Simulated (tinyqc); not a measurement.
Width of the well: exciton in a hard-walled quantum well (variational).

Electron and hole in the lowest states cos(pi z/L) of a hard-walled well; relative motion in the plane exp(-rho/lam). E(lam) = c/(mu lam^2) - (q/eps) <1/r>, <1/r> = integral over k from 0 to infinity of F(kL) (1 + (k lam/2)^2)^(-3/2), F(x) = [3x + 8 pi^2/x - 32 pi^4 (1 - exp(-x))/(x^2 (x^2 + 4 pi^2))]/(x^2 + 4 pi^2); c = hbar^2/2m0, q = e^2/(4 pi eps0). E is counted from the subband edge.

Constants: hbar^2/2m0 = 3.80998211 eV angstrom^2; e^2/(4 pi eps0) = 14.39964547 eV angstrom.

Parameters, chosen for this exercise (out of a larger set: near those of ZnSe; not measured data): eps = 8.8 (dielectric constant); Ls = (5, 10, 22, 51, 73, 117, 269) angstrom (widths).

mu = 0.117435 m0
Ry* = 20.6326 meV
a* = 39.654 angstrom

The minimum for each width. The strength per area goes as |phi(0)|^2 = 2/(pi lam^2), listed relative to the strict two-dimensional value.

Results:
```
L (angstrom)  L/a*  lam (angstrom)  binding (meV)  in Ry*  strength
5             0.13            23.0          70.44   3.414     0.744
10            0.25            25.4          62.95   3.051     0.611
22            0.55            29.8          51.86   2.513     0.443
73            1.84            42.1          33.17   1.608     0.221
117           2.95            49.8          26.48   1.283     0.159
269           6.78            68.9          16.75   0.812     0.083
```

Give the missing row, L (angstrom) = 51.

Computed row:
```
L (angstrom)  L/a*  lam (angstrom)  binding (meV)  in Ry*  strength
51            1.29            37.5          38.65   1.873     0.279
```

The binding falls from 3.41 to 0.81 Ry*. It drops below the bulk value Ry* between 117 and 269 angstrom, which is a failure of the trial function: it has no correlation along z, so it cannot reach the bulk limit. Even at L = 0.13 a* only 85 % of the two-dimensional limit is reached. With finite barriers the binding would peak at some width and fall again as the carriers leak out.

(tinyqc, `OMP_NUM_THREADS=1 python tinyqc.py 1252389 1252390 out.jsonl`, Intel(R) Xeon(R) Processor @ 2.30GHz, 1 thread, shared host, about 0.01 s.)
